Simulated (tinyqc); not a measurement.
Input admittance of a MOSFET at zero drain bias: distributed channel and distributed gate: one step of the calculation.

Source and drain grounded, strong inversion, w = 2 pi f, Cox = eps0 eox/tox. The channel is an RC line of resistance 1/(mu Cox Vo) per square fed from both ends, so one finger has the intrinsic admittance y = i w Cox L tanh(g)/g per width, g = (1/2) sqrt(i w tau), tau = L^2/(mu Vo). The vertical resistance rv/L is in series with y, the overlaps 2 i w Cov in parallel: y_t = 1/(1/y + rv/L) + 2 i w Cov. The gate strip is a line of Rsh/L per length loaded by y_t, so a finger has Y = y_t Wf tanh(k)/k, k = (Wf/sd) sqrt(y_t Rsh/L); the device has Nf Y.

Problem. Low-frequency resistances and capacitance. Low-frequency limits, with c = Cox L and ct = c + 2 Cov: R_strip = Rsh Wf/(3 sd^2 L Nf), R_ch = (c/ct)^2 L/(12 mu Cox Vo Wf Nf), R_vert = (c/ct)^2 rv/(L Wf Nf), C = ct Wf Nf.

Values chosen for this exercise; values of the order met in silicon radio-frequency transistors: relative permittivity of the gate insulator (close to silicon nitride) eox = 7.43; insulator thickness tox = 3.4 nm; channel length L = 1.1 um; finger width Wf = 0.58 um; number of fingers Nf = 8; channel mobility mu = 280 cm^2/(V s); gate overdrive Vo = 0.41 V; sheet resistance of the gate Rsh = 36 ohm/square; vertical resistivity of the gate stack rv = 0 ohm um^2; number of ends at which a finger is contacted sd = 2; overlap and fringe capacitance on each side Cov = 0.23 fF/um.

Constants: eps0 = 8.8541878128e-14 F/cm where lengths are in cm. Results are converted to the units shown.

Wanted: parts; sum; C; 1/(2 pi R C).

Solution.

parts (ohm): strip 0.19773, channel 85.216, vertical 0
sum = 85.414 ohm
C = 100.89 fF
1/(2 pi R C) = 18.469 GHz

The channel term is the largest, 99.8 % of the sum.

Computed by the program tinyqc: `OMP_NUM_THREADS=1 python tinyqc.py 2262213 2262214 out.jsonl`, one thread of a shared Intel Xeon 2.30GHz, about 0.01 s for the whole run.
